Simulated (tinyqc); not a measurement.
## Reflectance at normal incidence against thickness

Normal incidence on air, film (n1) and substrate (N2 = n2 - i k2): r01 = (1 - n1)/(1 + n1), r12 = (n1 - N2)/(n1 + N2), amplitude (r01 + r12 X)/(1 + r01 r12 X), X = exp(-4 pi i n1 d/lam), R its squared modulus, phase from 0 to 360 degrees.

Parameters, values chosen for the exercise:
```
symbol  value  unit                                  meaning
lam       405    nm                               wavelength
n1      2.018                  index of the transparent film
n2       5.42                         index of the substrate
k2      0.329        extinction coefficient of the substrate
```

Reflectance at normal incidence against thickness:

| d (nm) | R (%) | phase of the reflected amplitude (degrees) |
|---|---|---|
| 0 | 47.537 | 178.68 |
| 12 | 43.544 | 159.01 |
| 25 | 30.712 | 133.41 |
| 38 | 11.363 | 94.454 |
| 50 | 2.1117 | 350.68 |
| 62 | 13.283 | 260.30 |
| 75 | 32.426 | 223.61 |
| 88 | 44.338 | 198.72 |
| 100 | 47.548 | 179.23 |

R goes from 47.5 through a minimum of 2.11 (at d = 50 nm among the rows listed) to 47.5 %. At a quarter wave, d = 50.2 nm, R = 2.13 %; for a transparent substrate it would vanish for n1 = sqrt(n2) = 2.33.

Computed by the program tinyqc: `OMP_NUM_THREADS=1 python tinyqc.py 2870129 2870130 out.jsonl`, one thread of a shared Intel Xeon 2.30GHz, about 0.01 s for the whole run.
